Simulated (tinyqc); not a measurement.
Six-transistor SRAM cell, nodal equations and margins: one step of the calculation.

Two cross-coupled inverters (pull-down bn, pull-up bp) hold the nodes Q and QB; access transistors (ba, threshold VTn, gate on the word line at Vdd when selected) join them to the bit lines. Transistor (EKV form, voltages against the body): I = 2 n b Vt^2 [F(vp - Vs) - F(vp - Vd)] from drain to source, F(v) = ln^2(1 + exp(v/(2 Vt))), vp = (Vg - VT + sg |Vd - Vs|)/n. n-channel bodies are at 0; for the p-channel device all voltages are counted down from Vdd. b in uA/V^2 gives I in uA. For an access transistor the bit line is the drain and the node the source. In a read both bit lines are at Vdd. The cell is symmetric (no mismatch).

Task. Read current and disturbance. Iread = Ia(bit line at Vdd, source Q); cell ratio bn/ba; time to pull a bit line of 20 fF down by 0.1 V at that current.

Inputs (values chosen for the exercise):

| symbol | value | unit | meaning |
|---|---|---|---|
| T | 300 | K | temperature |
| Vdd | 1 | V | supply voltage |
| n | 1.11 |  | slope factor |
| sg | 0.08 |  | drain-induced barrier lowering |
| VTn | 0.42 | V | n-channel threshold |
| bn | 340 | uA/V^2 | gain factor of the pull-down transistor |
| ba | 340 | uA/V^2 | gain factor of the access transistor |

Constants: q = 1.602176634e-19 C, kB = 1.380649e-23 J/K, Vt = kB T/q. Results are converted to the units shown.

(Q, QB) (V): Q 0.18061958, QB 0.99995900

Give: Iread; cell ratio; time.

Result.

Iread = 30.34 uA
cell ratio = 1.000
time = 65.92 ps

tinyqc, about 0.1 s, one thread, Intel Xeon 2.30GHz (shared host): `OMP_NUM_THREADS=1 python tinyqc.py 2340095 2340096 out.jsonl`
